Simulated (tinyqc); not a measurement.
## Via and link resistance from two via chains

Inverse problem. A chain of 5000 vias joined by 5000 metal links has R = 5000 (Rv + Rlink), with Rlink proportional to the link length. Find Rv, Rlink for length L, and the value of Rv that the short chain would give if the links were ignored.

resistance of chains of 5000 links with link lengths L and 3 L (ohm): [65000, 85000]

Solution. R per link is a straight line in the link length; its intercept at zero length is Rv.

Rv = 11.0 ohm
Rlink = 2.00 ohm
Rv without correction = 13.0 ohm

Computed by the program tinyqc: `OMP_NUM_THREADS=1 python tinyqc.py 2750194 2750195 out.jsonl`, one thread of a shared Intel Xeon 2.30GHz, about 0.01 s for the whole run.
